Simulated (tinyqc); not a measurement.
# Transfer-length model of a contact: effect of the contact length

A metal contact of length d and width W on a thin layer of the same width. The metal has no resistance, the sheet resistance under it equals Rsh, and current enters the layer at the front edge x = 0.

Transfer length Lt = sqrt(rc/Rsh); front resistance Rc = (Rsh Lt/W) coth(d/Lt); end resistance Re = (Rsh Lt/W)/sinh(d/Lt).

Inputs (values chosen for the exercise): sheet resistance of the semiconductor layer Rsh = 74 ohm/sq; specific contact resistivity rc = 3.6e-9 ohm cm^2; contact width W = 6.5 um.

Result of one run:
```
d (um),d/Lt,Rc W (ohm um),rc/d (ohm um),Re/Rc
0.049,0.7025,8.518,7.347,0.7955
```

What becomes of these results when the contact length d is changed from 0.049 to 0.032 um, all else the same?

Result of the changed run:
```
d (um),d/Lt,Rc W (ohm um),rc/d (ohm um),Re/Rc
0.032,0.4588,12.03,11.25,0.9033
```

The whole series:
```
d (um),d/Lt,Rc W (ohm um),rc/d (ohm um),Re/Rc
0.0089,0.1276,40.67,40.45,0.9919
0.014,0.2007,26.06,25.71,0.9802
0.021,0.3011,17.66,17.14,0.9563
0.032,0.4588,12.03,11.25,0.9033
0.049,0.7025,8.518,7.347,0.7955
0.074,1.061,6.566,4.865,0.6182
0.11,1.577,5.622,3.273,0.3962
0.17,2.437,5.241,2.118,0.1735
0.27,3.871,5.166,1.333,0.04166
0.41,5.878,5.161,0.8780,0.005599
```

Rc W falls from 40.7 to 5.16 ohm um, as d^(-0.98) between the first two rows. It levels off at sqrt(rc Rsh) = 5.16 ohm um and, among the rows, is within 5 % of that from d = 0.17 um on (Lt = 0.0697 um): metal beyond two transfer lengths lowers Rc by less than 4 %.

Program tinyqc, `OMP_NUM_THREADS=1 python tinyqc.py 2760047 2760048 out.jsonl`; Intel Xeon 2.30GHz, shared host, one thread, about 0.01 s.
